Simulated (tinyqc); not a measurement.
MOSFET in the linear regime without short-channel effects, parameter extraction from computed curves: one step of the calculation.

Inversion charge Q = Cox n Vt W0(exp((Vg - VT)/(n Vt))), W0 the Lambert function and n = nf; u = Q/Cox; mobility mu = mu0/(1 + th1 u + th2 u^2); channel resistance Rch = (L - dL)/(W mu Q); Id = Vd/(Rch + Rsd/W). Cox = eps0 eox/tox. Small Vd, no channel-length or drain effects.

Task. The Y function. Y_i = Id_i/sqrt(gm_i). For Id = beta Vd x/(1 + th x), x = Vg - VT, Y = sqrt(beta Vd) x whatever th. Slope s from points 5 and 8; VT_Y = Vg - Y/s at point 8; beta = s^2/Vd; mobility beta L/(W Cox) with the drawn L; th* = (beta Vd x/Id - 1)/x at point 8.

Values chosen for this exercise; channel values of the order met in silicon transistors:
```
symbol,value,unit,meaning
eox,9.05,,relative permittivity of the gate insulator (close to aluminium oxide)
tox,12,nm,insulator thickness
mu0,290,cm^2/(V s),low-field mobility
th2,0.03,1/V^2,second mobility attenuation factor
W,1,um,gate width
L,0.29,um,drawn gate length
dL,0.013,um,drawn less effective length
Vd,0.025,V,drain voltage
```

Constants: eps0 = 8.8541878128e-14 F/cm where lengths are in cm. Results are converted to the units shown.

Vg, point 0 to 9 (V): [0.14, 0.22, 0.3, 0.38, 0.46, 0.54, 0.62, 0.7, 0.78, 0.86]
Id, point 0 to 9 (uA): [6.9468957e-9, 3.3815749e-5, 0.093199794, 1.0614882, 2.2390788, 3.3990921, 4.5122756, 5.5721750, 6.5781287, 7.5314793]
gm, point 1 to 8 (uS): [0.58249867, 6.6340897, 13.411744, 14.610025, 14.207480, 13.581768, 12.911582, 12.245652]

Wanted: Y; s; VT_Y; beta; mobility from Y; th*.

Result.

Y, point 1 to 8 (uA^0.5 V^0.5): [4.4307e-5, 0.036185, 0.28985, 0.58579, 0.90179, 1.2244, 1.5507, 1.8798]
s = 4.0750 uA^0.5 V^-0.5
VT_Y = 0.31870 V
beta = 664.24 uA/V^2
mobility from Y = 288.47 cm^2/(V s)
th* = 0.35662 1/V

The mobility from Y is 5.0 % below mu0 L/(L - dL) = 304 cm^2/(V s), which it should reach in deep inversion when th2 = 0.

Program tinyqc, `OMP_NUM_THREADS=1 python tinyqc.py 2210098 2210099 out.jsonl`; Intel Xeon 2.30GHz, shared host, one thread, about 0.01 s.
